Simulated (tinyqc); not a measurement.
Defect-molecule model of a vacancy with Jahn-Teller distortion: one step. Relaxed charge states. Two cases, with inputs chosen for the exercise.

Question. Minimise W_n over Q: Q_n = 2 n I/k, gain n^2 E_JT with E_JT = 2 I^2/k. W_n at mu = 0 is n et - n^2 E_JT + Uc n (n - 1)/2.

Four dangling hybrids a, b, c, d point into the vacancy: H_ii = E0, and -gm between any two. A tetragonal distortion Q pairs a with b and c with d: those two couplings become -gm - I Q and the other four -gm + I Q/2, at an elastic cost k Q^2/2. The a1 level holds two electrons; charge states 2+, + and 0 put n = 0, 1, 2 more into the lowest level of t2 origin. Energy from the 2+ state at Q = 0, with the Fermi level mu counted from Ev: W_n(Q) = n (et - 2 I Q) + k Q^2/2 + Uc n (n - 1)/2 - n mu. et = E0 + gm is the undistorted t2 level.

Case 1.

Values chosen (of the size used for the vacancy in silicon; the results hold for these values, not for the real material):
- E0 = 0.04 eV (level of a dangling hybrid, from Ev)
- gm = 0.33 eV (coupling between two dangling hybrids)
- I = 1.11 eV/angstrom (Jahn-Teller coupling)
- k = 12.2 eV/angstrom^2 (force constant of the mode)
- Uc = 0.35 eV (repulsion of two electrons in one orbital)

Case 2.

Values chosen (of the size used for the vacancy in silicon; the results hold for these values, not for the real material):
- E0 = 0.03 eV (level of a dangling hybrid, from Ev)
- gm = 0.29 eV (coupling between two dangling hybrids)
- I = 1.1 eV/angstrom (Jahn-Teller coupling)
- k = 18.6 eV/angstrom^2 (force constant of the mode)
- Uc = 0.21 eV (repulsion of two electrons in one orbital)

Give: E_JT; States.

Answer.

Case 1.

E_JT = 0.2020 eV

States:
```
n  charge  Q_n (angstrom)  gain (eV)  W_n (eV)
0      2+          0.0000     0.0000    0.0000
1       +          0.1820     0.2020    0.1680
2       0          0.3639     0.8079    0.2821
```

Case 2.

E_JT = 0.1301 eV

States:
```
n  charge  Q_n (angstrom)  gain (eV)  W_n (eV)
0      2+          0.0000     0.0000    0.0000
1       +          0.1183     0.1301    0.1899
2       0          0.2366     0.5204    0.3296
```

Computed by tinyqc, one run a case: `OMP_NUM_THREADS=1 python tinyqc.py N N+1 out.jsonl` with N = 1480576, 1481041; one thread of a shared Intel(R) Xeon(R) Processor @ 2.30GHz, about 0.01 s a run at most.
